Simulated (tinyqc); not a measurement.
Nudged elastic band on a two-dimensional model surface: one step, computed by the program tinyqc. Command: `OMP_NUM_THREADS=1 python tinyqc.py 3029854 3029855 out.jsonl neb walk`. One thread of a shared host (Intel(R) Xeon(R) Processor @ 2.30GHz), about 0.2 s of CPU time with the checks.

V(x, y) = -A (cos kx + cos ky) - B cos kx cos ky + (C sin ky + S sin kx)(1 - cos kx), k = 2 pi/a; the atom hops from the minimum at (0, 0) to that at (a, 0).

Question. Stationary points. Newton steps x(new) = x - H^-1 grad V (moves limited to 0.3 angstrom) from (0, 0), (a, 0) and (a/2, 0) give the two minima and the saddle.

Inputs (values chosen for the exercise, for a model surface):

| quantity | value | unit |
|---|---|---|
| amplitude A | 0.27 | eV |
| amplitude B | 0.077 | eV |
| skew C | 0.074 | eV |
| asymmetry S | -0.056 | eV |
| period a | 2.6 | angstrom |

Surface: adatom on a square lattice. Climbing image: off.

Give: positions; energies; barrier from the start.

Answer.

positions (angstrom):
```
            x       y
start   0.000   0.000
end     2.600   0.000
saddle  1.441  -0.260
```

energies (eV): start -0.6170, end -0.6170, saddle 0.0466

barrier from the start = 0.6636 eV
